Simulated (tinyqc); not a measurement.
Bottom-up copper filling of a trench by curvature-enhanced accelerator coverage: one step, computed by the program tinyqc.

A rectangular trench keeps vertical walls and a flat floor. An accelerator floats on the surface; where area is lost in the corners it is passed on to the floor.

Problem. Velocities. Kinetic current i_k = [i_0 (1 - theta) + i_1 theta] exp(alpha eta/(k_B T)), limit i_L = 2 F D C/delta, i = 1/(1/i_k + 1/i_L); velocity v = i Omega/(2F), Omega = 7.11 cm^3/mol, F = e N_A. Depletion inside the trench is ignored.

Inputs (values chosen for the exercise, close to those used for damascene copper plating):
```
quantity                                           value     unit
exchange current of the suppressed surface i_0     0.011  mA/cm^2
exchange current of the accelerated surface i_1      1.6  mA/cm^2
transfer coefficient alpha                          0.38        -
overpotential eta                                   0.19        V
starting coverage theta_0                          0.072        -
cupric ion concentration C                          0.89    mol/l
diffusivity D                                    3.9e-06   cm^2/s
boundary layer delta                                  21       um
temperature T                                        298        K
```

Constants: e = 1.602176634e-19 C; N_A = 6.02214076e+23 1/mol; k_B = 8.617333262e-05 eV/K.

Give: limiting current i_L; velocity at theta = 0; velocity at theta_0; velocity at theta = 1; ratio v(1)/v(theta_0).

Solution.

limiting current i_L = 319.0 mA/cm^2

velocity at theta = 0 = 0.06739 nm/s

velocity at theta_0 = 0.7637 nm/s

velocity at theta = 1 = 9.052 nm/s

ratio v(1)/v(theta_0) = 11.85
